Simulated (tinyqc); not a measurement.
Pariser-Parr-Pople SCF with singles CI, for the molecule c1c[cH+]ncnc1 (SMILES; centres numbered as the heavy atoms are written), step by step. One step of it, computed by the program tinyqc.

Question. PPP integrals. Mataga-Nishimoto: gamma = 14.399645/(R + a), a = 2 x 14.399645/(gamma_rr + gamma_ss); H_rr = -W_r - sum_(s != r) z_s gamma_rs; H_rs = beta for bonds.

Centres (angstrom, eV; a flat drawing with bonds scaled to 1.40 angstrom):
```
centre,x,y,core charge z,W,gamma_rr
1C,1.613000,0.000000,1,11.160000,11.130000
2C,1.006000,1.261000,1,11.160000,11.130000
3C,-0.359000,1.573000,1,11.160000,11.130000
4N,-1.454000,0.700000,1,14.100000,12.300000
5C,-1.454000,-0.700000,1,11.160000,11.130000
6N,-0.359000,-1.573000,1,14.100000,12.300000
7C,1.006000,-1.261000,1,11.160000,11.130000
```

Resonance integrals (eV):
```
i,j,beta
1,2,-2.500000
2,3,-2.500000
3,4,-2.620000
4,5,-2.620000
5,6,-2.620000
6,7,-2.620000
7,1,-2.500000
```

Give: repulsion gamma_rs; core matrix H.

Answer.

repulsion gamma_rs (eV), lower triangle:
```
,1C,2C,3C,4N,5C,6N,7C
1C,11.1300
2C,5.3466,11.1300
3C,3.7732,5.3451,11.1300
4N,3.2913,3.8375,5.4760,12.3000
5C,3.2434,3.2434,3.7727,5.4769,11.1300
6N,3.8382,3.2915,3.2912,3.8984,5.4760,12.3000
7C,5.3466,3.7737,3.2436,3.2912,3.7726,5.4765,11.1300
```

core matrix H (eV), lower triangle:
```
,1C,2C,3C,4N,5C,6N,7C
1C,-35.9992
2C,-2.5000,-35.9978
3C,0.0000,-2.5000,-36.0620
4N,0.0000,0.0000,-2.6200,-39.3715
5C,0.0000,0.0000,0.0000,-2.6200,-36.1450
6N,0.0000,0.0000,0.0000,0.0000,-2.6200,-39.3719
7C,-2.5000,0.0000,0.0000,0.0000,0.0000,-2.6200,-36.0642
```
